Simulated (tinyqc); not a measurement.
CMOS inverter, nodal equation and switching: one step of the calculation.

An n-channel pull-down (bn, VTn) and a p-channel pull-up (bp, VTp) share the input Vin and the output node Vout, which carries the load C. Transistor (EKV form, voltages against the body): I = 2 n b Vt^2 [F(vp - Vs) - F(vp - Vd)] from drain to source, F(v) = ln^2(1 + exp(v/(2 Vt))), vp = (Vg - VT + sg |Vd - Vs|)/n. n-channel bodies are at 0; for the p-channel device all voltages are counted down from Vdd. b in uA/V^2 gives I in uA. Static: In = Ip. Transient: C dVout/dt = Ip - In. No velocity saturation, no gate capacitance beyond C.

Question. One time step of the falling output. The input steps to Vdd at t = 0; I = In - Ip. Trapezoidal rule: V(new) = V - (dt/C)[I(V) + I(V(new))]/2, solved for V(new); 1 ps uA/fF = 1 mV.

Inputs (values chosen for the exercise): temperature T = 300 K; supply voltage Vdd = 0.75 V; slope factor n = 1.13; drain-induced barrier lowering sg = 0.031; n-channel threshold VTn = 0.36 V; p-channel threshold (magnitude) VTp = 0.28 V; gain factor of the pull-down transistor bn = 540 uA/V^2; gain factor of the pull-up transistor bp = 540 uA/V^2; load capacitance C = 0.25 fF; time step dt = 0.6 ps.

Constants: q = 1.602176634e-19 C, kB = 1.380649e-23 J/K, Vt = kB T/q. Results are converted to the units shown.

Vout after step 1 = 0.65275640 V

Find: I(V); I(V(new)); Vout after step 2.

Answer.

I(V) = 40.22 uA
I(V(new)) = 39.64 uA
Vout after step 2 = 0.5569 V

Computed by the program tinyqc: `OMP_NUM_THREADS=1 python tinyqc.py 2340137 2340138 out.jsonl`, one thread of a shared Intel Xeon 2.30GHz, about 0.04 s for the whole run.
